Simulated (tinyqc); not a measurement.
Changing the shear strain e_s: valley-orbit splitting of a donor ground state, with strain. Computed by tinyqc, a small Python program. Command: `OMP_NUM_THREADS=1 python tinyqc.py 3012228 3012229 out.jsonl valleyorbit sweep`. One thread of a shared host (Intel(R) Xeon(R) Processor @ 2.30GHz), about 0.01 s of CPU time with the checks.

The basis is the 1s envelope in each valley; energies are counted from the unstrained conduction-band edge. The strain is e_s (a a^T - 1/3) for the unit stress axis a, so valley j along n_j moves by Xi_u e_s w_j with w_j = (n_j.a)^2 - 1/3: +2/3 for [111], -2/9 for the others.

Inputs (values chosen for the exercise, modelled on donors in germanium):
```
quantity,value,unit
single-valley binding energy E_0,9.55,meV
central-cell shift Lambda,0.62,meV
coupling Delta_1,1,meV
shear deformation potential Xi_u,17.1,eV
temperature T,50,K
donor density N_D,1.6e+14,cm^-3
density-of-states mass of one valley m_e,0.225,m_0
```

Valleys: four along <111>. Stress axis: [111].

Constants: k_B = 8.617333262e-05 eV/K; m_0 = 9.1093837015e-31 kg; k_B = 1.380649e-23 J/K; h = 6.62607015e-34 J s.

Method:
- H_jj = -(E_0 + Lambda) + Xi_u e_s w_j; H_jk = -Delta_1 between any two valleys.
- Diagonalise H; the ground vector has positive components. The density at the nucleus, and so the contact hyperfine coupling, scales as (sum_j c_j)^2/(number of valleys), which is 1 without strain; the envelopes are held fixed.
- The binding energy is counted from the lowest valley edge, min_j Xi_u e_s w_j; the gap is from the ground state to the next level.
- z = sum over levels of exp(-(E - E_ground)/k_B T), the ground-state share being 1/z; N_c = 2 (2 pi m_e k_B T/h^2)^(3/2) sum_j exp(-(shift_j - lowest shift)/k_B T); n1 = N_c/(2 z) exp(-binding/k_B T), binding = lowest shift - E_ground; without compensation n = 2 N_D/(1 + sqrt(1 + 4 N_D/n1)) (Boltzmann statistics; p and higher states left out).

One run for each value:
```
shear strain e_s,hyperfine ratio A/A_0,binding energy under strain (meV),gap to the first excited state (meV),free electrons n (cm^-3)
-0.00500,0.27052,10.211,74.081,1.5710e+14
-0.00250,0.29262,10.253,36.166,1.5708e+14
-0.00130,0.33752,10.337,18.095,1.5702e+14
-0.00063,0.45270,10.547,8.330,1.5693e+14
-0.00032,0.67443,10.985,4.495,1.5688e+14
-0.00016,0.89875,11.699,3.491,1.5687e+14
-0.00008,0.97752,12.338,3.552,1.5686e+14
-0.00004,0.99500,12.733,3.733,1.5686e+14
-0.00002,0.99883,12.946,3.857,1.5686e+14
```

Over the rows, hyperfine ratio A/A_0 rises from 0.271 to 0.999; binding energy under strain (meV) rises from 10.2 to 12.9; gap to the first excited state (meV) goes from 74.1 through a minimum among these rows, 3.49 at -1.60e-4, to 3.86. Strain moves the ground state into the lowered valleys, so fewer valleys add in phase at the nucleus and less valley-orbit energy is gained.

Caution (rows -0.00500, -0.00250, -0.00130, -6.30e-4, -3.20e-4): strain lowers the binding by more than 15 %, so the envelope, held fixed here, would swell and lower A/A_0 further. Caution (all rows): k_B T exceeds a third of E_0, so the p and higher states, left out, hold part of the bound electrons.

Extremes, crossings and ranges named in words are read from the listed rows.
